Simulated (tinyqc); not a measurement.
Worked calculation: coherent transport through a tight-binding region between two chains. One step of it, computed by the program tinyqc.

Question. Transmission at E = 0.56 eV. Surface Green function g = (E - i sqrt(4 t^2 - E^2)) / (2 t^2); self-energy tc^2 g on each contact site; G = (E - H - Sigma)^(-1); Gamma = -2 Im Sigma; T = Gamma_L Gamma_R |G_LR|^2; local density of states -Im G_ii / pi.

H of the central region (eV):
$$\begin{pmatrix}
0.000000 & -1.860000 & 0.000000 & 0.000000 & 0.000000 & -1.860000 \\
-1.860000 & 0.950000 & -1.860000 & 0.000000 & 0.000000 & 0.000000 \\
0.000000 & -1.860000 & 0.950000 & -1.860000 & 0.000000 & 0.000000 \\
0.000000 & 0.000000 & -1.860000 & 0.950000 & -1.860000 & 0.000000 \\
0.000000 & 0.000000 & 0.000000 & -1.860000 & 0.950000 & -1.860000 \\
-1.860000 & 0.000000 & 0.000000 & 0.000000 & -1.860000 & 0.000000
\end{pmatrix}$$

Leads: semi-infinite chains with site energy 0:
```
parameter                           value
lead hopping t (eV)              1.200000
coupling to the left lead (eV)   0.850000
coupling to the right lead (eV)  1.180000
left contact site                       1
right contact site                      4
```

E = 0.560000 eV

Give: g; G; local density of states; transmission.

Answer.

g = 0.1944-0.8103i 1/eV

G (1/eV):
$$\begin{pmatrix}
0.0342-0.0816i & 0.2655+0.0040i & 0.0214+0.0825i & -0.2610+0.0133i & -0.1061+0.0805i & 0.2387+0.0036i \\
0.2655+0.0040i & 0.0250-0.0445i & 0.2774-0.0133i & 0.0332+0.0417i & -0.2403+0.0080i & -0.0836-0.0400i \\
0.0214+0.0825i & 0.2774-0.0133i & 0.0367-0.0853i & 0.2679-0.0045i & 0.0557-0.0789i & -0.2563-0.0120i \\
-0.2610+0.0133i & 0.0332+0.0417i & 0.2679-0.0045i & 0.0230-0.0426i & 0.2520-0.0246i & 0.0298+0.0375i \\
-0.1061+0.0805i & -0.2403+0.0080i & 0.0557-0.0789i & 0.2520-0.0246i & 0.0189-0.0827i & 0.2896+0.0072i \\
0.2387+0.0036i & -0.0836-0.0400i & -0.2563-0.0120i & 0.0298+0.0375i & 0.2896+0.0072i & 0.0309-0.0360i
\end{pmatrix}$$

local density of states (1/eV): [0.0260, 0.0142, 0.0271, 0.0136, 0.0263, 0.0114]

transmission = 0.1804
